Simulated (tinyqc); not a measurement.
# Power transistor in saturation, electro-thermal loop: two studies

One temperature T for the device, T = T0 + Rth P(T), with P(T) = V I0 (T/300 K)^(-al) [1 + kv (T - 300 K)/Vov]^2. The loop gain is Rth dP/dT; a solution is thermally stable when it is below one.

Parameters, values chosen for the exercise: ambient temperature T0 = 340 K; drain voltage V = 5 V; saturation current at 300 K I0 = 0.59 A; exponent of the mobility al = 2.2; overdrive at 300 K Vov = 1.7 V; fall of the threshold with temperature kv = 2 mV/K; thermal resistance Rth = 12 K/W.

Each table varies one quantity; the others keep the values above.

## Effect of the exponent of the mobility

P'(T) = P [-al/T + 2 kv/(Vov + kv (T - 300 K))], G = Rth P'. T is the lowest solution.

Effect of the exponent of the mobility:

| al | T (K) | P (W) | G |
|---|---|---|---|
| 0.5 | 377.6 | 3.131 | 0.03126 |
| 0.8 | 375.1 | 2.922 | 0.001019 |
| 1.1 | 372.9 | 2.738 | -0.02572 |
| 1.4 | 370.9 | 2.573 | -0.04949 |
| 1.7 | 369.1 | 2.425 | -0.07070 |
| 2 | 367.5 | 2.291 | -0.08968 |
| 2.3 | 366.0 | 2.168 | -0.1067 |

What does the table show?

As al goes from 0.5 to 2.3, T falls from 377.6 to 366.0 K, the power falls from 3.13 to 2.17 W and the loop gain falls from 0.0313 to -0.107. The gain changes sign between al = 0.8 and 1.1, where the fall of the threshold and that of the mobility balance.

## Effect of the ambient temperature

Same model as above.

Effect of the ambient temperature:

| T0 (K) | T (K) | P (W) | G |
|---|---|---|---|
| 280 | 313.2 | 2.767 | -0.1563 |
| 292 | 323.6 | 2.637 | -0.1427 |
| 304 | 334.2 | 2.517 | -0.1305 |
| 316 | 344.9 | 2.406 | -0.1197 |
| 328 | 355.6 | 2.303 | -0.1099 |
| 340 | 366.5 | 2.208 | -0.1012 |
| 352 | 377.4 | 2.119 | -0.09339 |
| 364 | 388.4 | 2.037 | -0.08634 |
| 376 | 399.5 | 1.960 | -0.07998 |
| 388 | 410.7 | 1.889 | -0.07423 |

As T0 goes from 280 to 388 K, T rises from 313.2 to 410.7 K, the power falls from 2.77 to 1.89 W and the loop gain rises from -0.156 to -0.0742.

Program tinyqc, `OMP_NUM_THREADS=1 python tinyqc.py 2520129 2520130 out.jsonl`; Intel Xeon 2.30GHz, shared host, one thread, about 0.01 s.
